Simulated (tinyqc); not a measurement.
# Van der Pauw, Hall and four-point-probe measurements on a doped layer, step by step

Computed by the program tinyqc: `OMP_NUM_THREADS=1 python tinyqc.py 2850110 2850111 out.jsonl`, one thread of a shared Intel Xeon 2.30GHz, about 0.01 s for the whole run. Printed values are rounded.

A uniform n-type layer with sheet resistance Rs = 1/(q ns mu), point contacts, low field (mu B small).

Parameters, values chosen for the exercise:
```
symbol   value        unit                                                      meaning
ns      6.8e11       cm^-2                                   sheet density of the layer
mu        1700  cm^2/(V s)                                               drift mobility
rH         0.8                                                              Hall factor
B            2           T                                               magnetic field
I           50          uA                                                      current
ar        1.37              side ratio a/b of a rectangular sample with corner contacts
t          110          nm                                       thickness of the layer
```

Constants: q = 1.602176634e-19 C. Results are converted to the units shown.

Range of the model: mu B exceeds 0.3, where magnetoresistance and the field dependence of rH matter.

## Resistances and Hall voltage

Rs = 1/(q ns mu). For a rectangle with contacts at the corners, RA = (8 Rs/pi) sum_(k>=0) ln coth((2k + 1) pi a/(2 b)) with current along a short side b and voltage along the opposite one, RB the same with a and b exchanged; Hall voltage VH = rH B I/(q ns), negative for electrons.

Rs = 5399.23 ohm/square
RA = 371.717 ohm
RB = 2813.99 ohm
VH = -73.4295 mV

RB/RA = 7.57; for a square both equal Rs ln 2/pi = 1190 ohm.

## Starting value

z = 2 ln 2/(pi (RA + RB)), exact for RA = RB.

z at the start = 0.138516 mS

## Iteration 1: new z

The van der Pauw equation exp(-pi RA z) + exp(-pi RB z) = 1 is solved for z = 1/Rs: e1 = exp(-pi RA z), e2 = exp(-pi RB z), f = e1 + e2 - 1, f' = -pi (RA e1 + RB e2), z(new) = z - f/f'.

e1 = 0.850648
e2 = 0.293894
f = 0.144542
f' = -3.59151 kohm
z after iteration 1 = 0.178762 mS

## Iteration 2: new z

As before.

e1 = 0.811594
e2 = 0.205909
f = 0.0175030
f' = -2.76808 kohm
z after iteration 2 = 0.185085 mS

## Course of the iteration

Stop when the step is below 1e-10 mS, or after 40 iterations.

Course of the iteration:
```
iteration,z before the step (mS),step (mS)
1,0.138516,0.0402
2,0.178762,6.32e-3
3,0.185085,1.27e-4
4,0.185212,4.94e-8
5,0.185212,7.44e-15
```

Converged in 5 iterations.

## Sheet density, mobility and bulk values

converged z = 0.185212 mS

Rs = 1/z; Hall sheet density B I/(q |VH|); Hall mobility |VH|/(Rs B I); true values ns = rH times the Hall density, mu = Hall mobility/rH; bulk density ns/t, resistivity Rs t; correction factor F = Rs/[(pi/ln 2)(RA + RB)/2].

Rs = 5399.23 ohm/square
Hall sheet density = 8.5e11 cm^-2
Hall mobility = 1360 cm^2/(V s)
ns = 6.8e11 cm^-2
mu = 1700 cm^2/(V s)
bulk density = 6.18182e16 cm^-3
resistivity = 0.0593915 ohm cm
F = 0.747880

Taking the mean of RA and RB without F would overstate Rs by 34 %.
